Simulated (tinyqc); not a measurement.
Changing the boundary conductance G under the metal: time-domain thermoreflectance: layered heat flow under a modulated pulse train, and what the signal ratio measures. Computed by tinyqc, a small Python program. Command: `OMP_NUM_THREADS=1 python tinyqc.py 3114218 3114219 out.jsonl tdtr sweep`. One thread of a shared host (Intel(R) Xeon(R) Processor @ 2.30GHz), about 0.3 s of CPU time with the checks.

Pulses repeat at 80 MHz; heat is laid down at the surface, all layers are isotropic, and the film is in perfect contact with the substrate.

Inputs (values chosen for the exercise, modelled on aluminium on beta-Ga2O3):
```
quantity                               value        unit
metal thickness d                         81          nm
metal conductivity                       200     W/(m K)
metal heat capacity                     2.42  MJ/(m^3 K)
film thickness                            49          nm
film conductivity                        1.1     W/(m K)
film heat capacity                       2.3  MJ/(m^3 K)
substrate conductivity kappa            14.2     W/(m K)
substrate heat capacity C               3.27  MJ/(m^3 K)
modulation frequency f                     1         MHz
spot radius w (1/e^2, pump and probe)    4.9  micrometre
delay t                                  790          ps
```

Stack: metal, film, substrate.

Method:
- Penetration depth sqrt(kappa/(pi f C)); effusivity sqrt(kappa C); cooling time of the metal d C_m/G; Kapitza length kappa/G.
- For radial wave number k and angular frequency W each layer has u = sqrt(4 pi^2 k^2 + i W C/kappa) and gamma = kappa u. Surface impedance from below: Z = 1/gamma for the substrate; a layer of thickness L maps Z to (Z + tanh(u L)/gamma)/(1 + gamma Z tanh(u L)); a boundary adds 1/G.
- Response per absorbed watt H(W) = 2 pi int_0^(2/w) Z(k, W) exp(-pi^2 k^2 w^2) k dk by 20 Gauss-Legendre points.
- Signal: X + iY = sum_(m = -M..M) H(2 pi (f + m f_r)) exp(i 2 pi m f_r t) exp(-pi (m/M)^2 x 4), f_r = 80 MHz, M = 4000, with H(-W) the complex conjugate of H(W); V_in = X, V_out = Y, ratio = -V_in/V_out.

One run for each value:
```
boundary conductance G under the metal (MW/(m^2 K))  ratio -V_in/V_out  V_in (K/mW)  cooling time of the metal (ps)
10                                                               3.578        2.019                           19602
19                                                               3.441        1.700                           10317
37                                                               3.225        1.505                            5298
72                                                               3.048        1.391                            2722
140                                                              2.927        1.323                            1400
270                                                              2.854        1.285                             726
520                                                              2.814        1.264                             377
1000                                                             2.792        1.253                             196
```

Describe the trends.

Over the rows, ratio -V_in/V_out falls from 3.58 to 2.79 (exponent d ln y / d ln x -0.061 between the first rows and -0.012 between the last); V_in (K/mW) falls from 2.02 to 1.25 (exponent d ln y / d ln x -0.27 between the first rows and -0.013 between the last); cooling time of the metal (ps) falls from 19600 to 196 (exponent d ln y / d ln x about -1.0 throughout).
